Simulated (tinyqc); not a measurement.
# Input admittance of a MOSFET at zero drain bias: distributed channel and distributed gate: effects of single changes

Source and drain grounded, strong inversion, w = 2 pi f, Cox = eps0 eox/tox. The channel is an RC line of resistance 1/(mu Cox Vo) per square fed from both ends, so one finger has the intrinsic admittance y = i w Cox L tanh(g)/g per width, g = (1/2) sqrt(i w tau), tau = L^2/(mu Vo). The vertical resistance rv/L is in series with y, the overlaps 2 i w Cov in parallel: y_t = 1/(1/y + rv/L) + 2 i w Cov. The gate strip is a line of Rsh/L per length loaded by y_t, so a finger has Y = y_t Wf tanh(k)/k, k = (Wf/sd) sqrt(y_t Rsh/L); the device has Nf Y.

Inputs (values chosen for the exercise); values of the order met in silicon radio-frequency transistors:
```
symbol  value        unit                                                                 meaning
eox      25.2              relative permittivity of the gate insulator (close to zirconium oxide)
tox       8.1          nm                                                     insulator thickness
L        0.23          um                                                          channel length
Wf       0.84          um                                                            finger width
Nf         64                                                                   number of fingers
mu        250  cm^2/(V s)                                                        channel mobility
Vo       0.78           V                                                          gate overdrive
Rsh        28  ohm/square                                            sheet resistance of the gate
rv          0    ohm um^2                                  vertical resistivity of the gate stack
sd          2                                       number of ends at which a finger is contacted
Cov      0.18       fF/um                             overlap and fringe capacitance on each side
f          25         GHz                                                               frequency
```

Constants: eps0 = 8.8541878128e-14 F/cm where lengths are in cm. Results are converted to the units shown.

Each table varies one quantity; the others keep the values above.

## Input impedance against frequency

Low-frequency limits, with c = Cox L and ct = c + 2 Cov: R_strip = Rsh Wf/(3 sd^2 L Nf), R_ch = (c/ct)^2 L/(12 mu Cox Vo Wf Nf), R_vert = (c/ct)^2 rv/(L Wf Nf), C = ct Wf Nf. Z = 1/(Nf Y) = R + 1/(i w C), Q = |Im Z|/R, far-point signal |1/cosh k|.

The same in every row: low-frequency R (ohm) = 0.7274.

Result of one run:
```
f (GHz)    w tau      |k|  R (ohm)  C (fF)      Q  signal at the far point
1        0.01705  0.03006   0.7274   360.0  607.8                    1.000
```

What becomes of these results when the frequency f is changed from 1 to 4 GHz, all else the same?

Result of the changed run:
```
f (GHz)    w tau      |k|  R (ohm)  C (fF)      Q  signal at the far point
4        0.06818  0.06011   0.7274   360.0  152.0                    1.000
```

The whole series:
```
f (GHz)     w tau      |k|  R (ohm)  C (fF)      Q  signal at the far point
0.2      0.003409  0.01344   0.7274   360.0   3039                    1.000
0.6       0.01023  0.02328   0.7274   360.0   1013                    1.000
1         0.01705  0.03006   0.7274   360.0  607.8                    1.000
4         0.06818  0.06011   0.7274   360.0  152.0                    1.000
9          0.1534  0.09017   0.7274   359.9  67.54                   0.9999
20         0.3409   0.1344   0.7274   359.9  30.40                   0.9997
50         0.8523   0.2122   0.7272   359.5  12.18                   0.9983
100         1.705   0.2985   0.7263   358.2  6.118                   0.9935
300         5.114   0.4928   0.7180   344.8  2.143                   0.9544
```

R falls from 0.727 to 0.718 ohm and C falls from 360 to 345 fF. Q goes as f^(-1.00) between the first two rows and f^(-0.95) between the last two, where w tau = 5.11 and |k| = 0.493. The low-frequency limits hold both R and C within 5 % up to f = 300 GHz among the rows.

## Dividing a fixed width into fingers

Total width Wf Nf = 54 um; each finger also has a contact resistance Rc at each contacted end, which adds Rc/(sd Nf). The resistances are low-frequency limits, good while |k| is below about 1; the far-point signal is |1/cosh k| at f, without Rc.

The same in every row: R_ch + R_vert (ohm) = 0.5916.

Dividing a fixed width into fingers:
```
Nf   Wf (um)  R_strip (ohm)  Rc/(sd Nf) for Rc = 30 ohm (ohm)  sum (ohm)  signal at the far point
1      54.00          547.8                             15.00      563.4                 0.001932
2      27.00          137.0                             7.500      145.0                  0.06211
4      13.50          34.24                             3.750      38.58                   0.3636
8      6.750          8.560                             1.875      11.03                   0.8426
16     3.375          2.140                            0.9375      3.669                   0.9832
32     1.688         0.5350                            0.4688      1.595                   0.9978
64    0.8438         0.1337                            0.2344     0.9598                   0.9996
128   0.4219        0.03344                            0.1172     0.7423                   0.9999
```

Read the table: what changes, and by how much?

R_strip falls as 1/Nf^2, from 548 to 0.0334 ohm, the contact term as 1/Nf, and R_ch + R_vert stays at 0.592 ohm since the total width is fixed. The sum is within a factor 1.5 of that floor from Nf = 128 on. More fingers add wiring capacitance, which is left out.

Computed by the program tinyqc: `OMP_NUM_THREADS=1 python tinyqc.py 2262172 2262173 out.jsonl`, one thread of a shared Intel Xeon 2.30GHz, about 0.01 s for the whole run.
